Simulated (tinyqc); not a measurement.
# Octagonal on-chip spiral inductor, lumped pi model, step by step

Numbers from tinyqc (`OMP_NUM_THREADS=1 python tinyqc.py 2302038 2302039 out.jsonl`; about 0.01 s on one thread of a shared Intel Xeon 2.30GHz). Printed values are rounded.

Outer diameter do = di + 2 n wd + 2 (n - 1) sp, mean da = (do + di)/2, fill p = (do - di)/(do + di), length l = 3.314 n da. L = 2.25 mu0 n^2 da/(1 + 3.55 p), mu0 = 4 pi 1e-7 H/m. Rs = rho l/(wd delta (1 - exp(-th/delta))), delta = sqrt(rho/(pi f mu0)). Cs = n wd^2 eps0 eo/hu across the coil. At each end Cox = l wd eps0 eo/(2 ho) leads to the substrate branch Rsi = 2 rs he/(l wd) in parallel with Csi = l wd eps0 11.7/(2 he). With one end grounded Y = 1/(Rs + i w L) + i w Cs + 1/[1/(i w Cox) + 1/(1/Rsi + i w Csi)], w = 2 pi f; Q = -Im Y/Re Y. Eddy currents in neighbouring turns and in the substrate are left out.

Parameters, values chosen for the exercise; values of the order met in silicon radio-frequency processes: number of turns n = 5.5; line width wd = 8 um; space between turns sp = 3 um; inner diameter di = 100 um; metal thickness th = 3 um; metal resistivity rho = 3 uohm cm; oxide below the coil ho = 8.4 um; oxide between coil and underpass hu = 1.3 um; relative permittivity of the oxide eo = 3.9; substrate resistivity rs = 10 ohm cm; effective spreading depth in the substrate he = 80 um; frequency f = 10 GHz.

Constants: eps0 = 8.8541878128e-12 F/m. Results are converted to the units shown.

## Geometry and model elements

do, l, L, delta, Rs, Cs, Cox, Rsi and Csi as defined.

do = 215 um
l = 2870.75 um
L = 5.86706 nH
delta = 0.871728 um
Rs = 12.7579 ohm
Cs = 9.35002 fF
Cox = 47.2052 fF
Rsi = 696.681 ohm
Csi = 14.8696 fF

Rs is 3.56 times the direct-current value in this empirical form, which overstates the skin effect of a flat slab when delta is near th and so stands in for some current crowding.

## Admittance, quality factor and apparent inductance

Series branch 1/(Rs + i w L), substrate branch, total Y, Q = -Im Y/Re Y, apparent inductance Im(1/Y)/w, metal-only value w L/Rs, share of the loss in the substrate Re(substrate branch)/Re Y.

series branch = 0.09377-2.70944i mS
substrate branch = 0.731056+0.979527i mS
Y = 0.82483-1.14244i mS
Q = 1.38506
apparent inductance = 9.15763 nH
w L/Rs = 28.8949
share of the loss in the substrate = 88.6317 %

Q is 4.79 % of the metal-only value.
